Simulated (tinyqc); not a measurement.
# MOSFET in saturation, small-signal circuit and noise: effects of single changes

Bias by the inversion coefficient IC = I/Ispec (charge-based model with velocity saturation; weak inversion below 0.1, strong above 10). Common-source circuit: gm, gds, Cgs, Cgd and Cj at the inner nodes, Rg in series with the gate; quasi-static, no source or drain resistance, no gate-body capacitance, no substrate network, no induced gate noise, so fmax is an upper estimate.

Inputs (values chosen for the exercise): temperature T = 250 K; gate length L = 350 nm; total gate width W = 20 um; gate capacitance Cox = 0.85 uF/cm^2; mobility mu = 120 cm^2/(V s); slope factor n = 1.37; velocity-saturation length Ls = 20 nm; ratio gds/gm sg = 0.0074; overlap and fringe capacitance per side Cov = 0.24 fF/um; drain junction capacitance Cj = 0.54 fF/um; sheet resistance of the gate Rsh = 15 ohm; finger width Wf = 2 um; gate contact and vertical resistance Rc = 50 ohm um; inversion coefficient IC = 12; short-channel excess of the noise factor gw = 0.04; oxide trap density Nt = 5.2e16 cm^-3 eV^-1; tunnelling length into the oxide lt = 0.1 nm; Coulomb scattering coefficient ac = 10000 V s/C.

Constants: q = 1.602176634e-19 C, kB = 1.380649e-23 J/K, Vt = kB T/q. Results are converted to the units shown.

Each table varies one quantity; the others keep the values above.

## Effect of the inversion coefficient on speed and noise

Ispec = 2 n mu Cox (W/L) Vt^2, lc = Ls/L, gms = [sqrt((lc IC + 1)^2 + 4 IC) - 1]/[2 + lc (lc IC + 1)], gm = gms Ispec/(n Vt), gds = sg gm. qs = [sqrt(1 + 4 IC) - 1]/2, Cgs = Cox W L qs (2 qs + 3)/(3 (qs + 1)^2) + Cov W, Cgd = Cov W, Cd = Cj W, Rg = Rsh (Wf/L)/(12 Nf) + Rc/W with Nf = W/Wf fingers (not rounded) contacted at both ends. fT = gm/(2 pi (Cgs + Cgd)), fmax = fT/(2 sqrt(Rg (gds + 2 pi fT Cgd))). Channel noise Sid = 4 kB T gam n gm with gam = (1/2 + (2/3) qs)/(1 + qs) + gw lc IC, qs = [sqrt(1 + 4 IC) - 1]/2, lc = Ls/L (the last term an empirical rise with velocity saturation); at the gate, white noise Sw = Sid/gm^2 + 4 kB T Rg. Number fluctuation with correlated mobility: S(f) = K/f, K = q^2 Vt lt Nt/(W L Cox^2) (1 + ac mu Cox I/gm)^2, Vt in eV with Nt per eV. Corner fc = K/Sw. IC is held fixed.

The same in every row: Rg (ohm) = 3.2143.

Effect of the inversion coefficient on speed and noise:

| IC | I (uA) | fT (GHz) | fmax (GHz) | sqrt(Sw) (nV/Hz^0.5) | fc (MHz) |
|---|---|---|---|---|---|
| 0.03 | 0.22236 | 0.10330 | 16.182 | 36.130 | 0.0046301 |
| 0.1 | 0.74121 | 0.25275 | 25.251 | 20.586 | 0.014315 |
| 0.3 | 2.2236 | 0.47045 | 34.296 | 12.925 | 0.036643 |
| 1 | 7.4121 | 0.83188 | 45.301 | 8.3443 | 0.089886 |
| 3 | 22.236 | 1.3918 | 58.275 | 5.9388 | 0.18467 |
| 10 | 74.121 | 2.4850 | 77.555 | 4.2933 | 0.38284 |
| 30 | 222.36 | 4.2009 | 100.62 | 3.3479 | 0.71742 |

Read the table: what changes, and by how much?

As IC goes from 0.03 to 30, fT rises from 0.103 to 4.20 GHz, fmax rises from 16.2 to 101 GHz, the white noise falls from 36.1 to 3.35 nV/Hz^0.5 and the corner rises from 0.00463 to 0.717 MHz. In every row fmax exceeds 4 fT, where channel resistance and substrate losses, left out here, would cap it.

## Gains against frequency

Inner admittances at w = 2 pi f: y11 = i w (Cgs + Cgd), y12 = -i w Cgd, y21 = gm - i w Cgd, y22 = gds + i w (Cgd + Cd). Invert to Z, add Rg to Z11 and invert back to Y. |h21| = |Y21/Y11|; U = |Y21 - Y12|^2/(4 [Re Y11 Re Y22 - Re Y12 Re Y21]). MSG = |Y21/Y12|; stability factor k = [2 Re Y11 Re Y22 - Re(Y12 Y21)]/|Y12 Y21|.

The same in every row: f sqrt(U) (GHz) = 81.012.

Results:

| f (GHz) | \|h21\| (dB) | U (dB) | MSG (dB) | k |
|---|---|---|---|---|
| 0.027 | 40.044 | 69.544 | 29.551 | 0.0011589 |
| 0.051 | 34.520 | 64.020 | 26.789 | 0.0021890 |
| 0.095 | 29.117 | 58.617 | 24.088 | 0.0040776 |
| 0.33 | 18.302 | 47.801 | 18.680 | 0.014163 |
| 0.62 | 12.827 | 42.323 | 15.943 | 0.026603 |
| 1.2 | 7.0987 | 36.587 | 13.079 | 0.051444 |
| 2.2 | 1.8586 | 31.323 | 10.459 | 0.094045 |

Estimate the missing row, f = 0.18 GHz.

Computed row:

| f (GHz) | \|h21\| (dB) | U (dB) | MSG (dB) | k |
|---|---|---|---|---|
| 0.18 | 23.567 | 53.066 | 21.312 | 0.0077257 |

With this row back in the table: Over the table |h21| falls by 20.0 dB a decade, U by 20.0 and MSG by 9.99. The product f sqrt(U) stays at 81.0 GHz, against fmax = 81.0 GHz from the formula. k stays below one in all rows, so the device is only conditionally stable. In every row fmax exceeds 4 fT, where channel resistance and substrate losses, left out here, would cap it.

## Integrated noise against bandwidth

Same model as above.

Corner fc = K/Sw. Mean square from f1 = 100 Hz to B: Sw (B - f1) + K ln(B/f1).

Result of one run:

| B (Hz) | spot noise at B (nV/Hz^0.5) | white part (uV rms) | 1/f part (uV rms) | total (uV rms) |
|---|---|---|---|---|
| 1e5 | 9.4140 | 1.2974 | 7.0413 | 7.1599 |

What becomes of these results when the upper band edge B is changed from 1e5 to 1e9 Hz, all else the same?

Result of the changed run:

| B (Hz) | spot noise at B (nV/Hz^0.5) | white part (uV rms) | 1/f part (uV rms) | total (uV rms) |
|---|---|---|---|---|
| 1e9 | 4.1055 | 129.80 | 10.756 | 130.25 |

The whole series:

| B (Hz) | spot noise at B (nV/Hz^0.5) | white part (uV rms) | 1/f part (uV rms) | total (uV rms) |
|---|---|---|---|---|
| 1000 | 84.820 | 0.12314 | 4.0653 | 4.0672 |
| 10000 | 27.104 | 0.40841 | 5.7492 | 5.7637 |
| 1e5 | 9.4140 | 1.2974 | 7.0413 | 7.1599 |
| 1e6 | 4.9016 | 4.1044 | 8.1306 | 9.1079 |
| 1e7 | 4.1912 | 12.980 | 9.0903 | 15.847 |
| 1e8 | 4.1134 | 41.046 | 9.9580 | 42.237 |
| 1e9 | 4.1055 | 129.80 | 10.756 | 130.25 |

The 1/f part adds the same power, K ln 10, in each decade and grows only from 4.07 to 10.8 uV; the white part grows as sqrt(B). It overtakes the 1/f part by B = 1e7 Hz among the rows, above the corner fc = 4.26e5 Hz of the spot noise.

## From weak to strong inversion

Same model as above.

The last column is the figure of merit (gm/I) fT.

From weak to strong inversion:

| IC | I (uA) | gm/I (1/V) | fT (GHz) | fmax (GHz) | (gm/I) fT (THz/V) |
|---|---|---|---|---|---|
| 0.01 | 0.074121 | 33.540 | 0.038861 | 9.9332 | 0.0013034 |
| 0.03 | 0.22236 | 32.895 | 0.10330 | 16.182 | 0.0033982 |
| 0.1 | 0.74121 | 30.967 | 0.25275 | 25.251 | 0.0078270 |
| 0.3 | 2.2236 | 27.155 | 0.47045 | 34.296 | 0.012775 |
| 1 | 7.4121 | 20.756 | 0.83188 | 45.301 | 0.017266 |
| 3 | 22.236 | 14.517 | 1.3918 | 58.275 | 0.020204 |
| 10 | 74.121 | 8.9445 | 2.4850 | 77.555 | 0.022227 |
| 30 | 222.36 | 5.3903 | 4.2009 | 100.62 | 0.022644 |
| 100 | 741.21 | 2.8566 | 7.1394 | 131.01 | 0.020394 |

The efficiency gm/I falls from 33.5 to 2.86 1/V while fT rises from 0.0389 to 7.14 GHz; fT goes as IC^(0.89) at the start and IC^(0.44) at the end (1/2 for a long channel, 0 at full velocity saturation, which sets in near IC = 1/lc^2 = 306). Their product goes from 0.00130 through a maximum of 0.0226 (at IC = 30 among the rows listed) to 0.0204 THz/V. In every row fmax exceeds 4 fT, where channel resistance and substrate losses, left out here, would cap it.

tinyqc, about 0.01 s, one thread, Intel Xeon 2.30GHz (shared host): `OMP_NUM_THREADS=1 python tinyqc.py 2150118 2150119 out.jsonl`
